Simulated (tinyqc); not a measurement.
What each parameter does: model-solid line-up of a strained alloy layer on a substrate.

All values of the alloy are linear in x but the gap, Eg(x) = (1 - x) Eg_A + x Eg_B - C x (1 - x), and the valence edge, Ev(x) = (1 - x) Ev_A + x Ev_B + fv C x (1 - x); Ec = Ev + Eg. Ev is the top of the unstrained valence band on a scale common to all materials. In the layer only the Gamma valley of the conduction band is followed, also where an X or L valley would lie lower.

Coherent growth on a (111) face: e_par = (a_s - a)/a, e_perp = -(2 C11 + 4 C12 - 4 C44)/(C11 + 2 C12 + 4 C44) e_par; exx = eyy = ezz = (2 e_par + e_perp)/3 and exy = eyz = ezx = (e_perp - e_par)/3.

Strained edges: Ec + ac tr(e); the valence edges are Ev plus the levels of the 6 x 6 matrix of X, Y, Z times spin with -Dso/3 + l exx + m (eyy + ezz) on the diagonal (cyclic), n exy off it, l = av + 2 b, m = av - b, n = sqrt(3) d. Spin-orbit term (Dso/3) L.sigma on X, Y, Z with (L_k)_ij = -i epsilon_kij: <X+|H|Y+> = -i Dso/3, <X+|H|Z-> = Dso/3, <Y+|H|Z-> = -i Dso/3, <Z+|H|X-> = -Dso/3, <Z+|H|Y-> = i Dso/3, <X-|H|Y-> = i Dso/3, and their conjugates; + and - are the spin along z.

dEc = Ec(substrate) - Ec(layer), dEv = Ev(layer) - Ev(substrate); positive values confine the carrier in the layer. Type I: both of one sign; type II: opposite signs; type III: the gaps do not overlap.

Parameters, chosen for this exercise (A near GaAs, B near GaSb, substrate near InP; not measured data):
```
symbol  value           unit      meaning
a       (5.654, 6.094)  angstrom  lattice constant of A, B
Eg      (1.514, 0.815)  eV        gap at Gamma to the s-like level of A, B
Dso     (0.338, 0.753)  eV        spin-orbit splitting of A, B
Ev      (-0.8, -0.03)   eV        top of the unstrained valence band of A, B
ac      (-7.07, -7.51)  eV        conduction deformation potential of A, B
av      (1.17, 0.81)    eV        valence hydrostatic potential of A, B
b       (-2, -2.02)     eV        tetragonal shear potential of A, B
d       (-4.77, -4.63)  eV        trigonal shear potential of A, B
C11     (122.9, 88.5)   GPa       of A, B
C12     (56.6, 40.4)    GPa       of A, B
C44     (59.8, 42.9)    GPa       of A, B
C       1.659           eV        bowing of the gap
fv      0.7                       share of the bowing taken by the valence edge
a_s     5.868           angstrom  substrate
Eg_s    1.416           eV        lowest gap of the substrate
Ev_s    -0.95           eV        substrate valence edge
face    111                       growth face
x       0.34                      fraction of B
```

Strained gap, valence splitting and offsets.

Results for these values:
```
case,gap (eV),splitting (meV),dEc (eV),dEv (eV)
base,0.7128,97.8,-0.0395,0.7427
```

What happens to each result for Ev_s = -0.9 eV, all else kept?

Answer: gap does not change at the printed digits; splitting does not change at the printed digits; dEc rises from -0.0395 to 0.0105; dEv falls from 0.7427 to 0.6927.

The same for each parameter in turn:
```
case,gap (eV),splitting (meV),dEc (eV),dEv (eV)
base,0.7128,97.8,-0.0395,0.7427
x = 0.36,0.7162,83.4,-0.0545,0.7543
a_s = 5.888 angstrom,0.6508,130.8,-0.0019,0.7672
C = 1.759 eV,0.6904,97.8,-0.0328,0.7584
fv = 0.9,0.7128,97.8,-0.1140,0.8171
Ev_s = -0.9 eV,0.7128,97.8,0.0105,0.6927
"C12 = (65.09, 46.46) GPa",0.7155,101.5,-0.0437,0.7442
"av = (1.346, 0.932) eV",0.7102,97.8,-0.0395,0.7453
"b = (-2.3, -2.323) eV",0.7128,97.8,-0.0395,0.7427
```

(tinyqc, `OMP_NUM_THREADS=1 python tinyqc.py 1080291 1080292 out.jsonl`, Intel(R) Xeon(R) Processor @ 2.30GHz, 1 thread, shared host, about 0.02 s.)
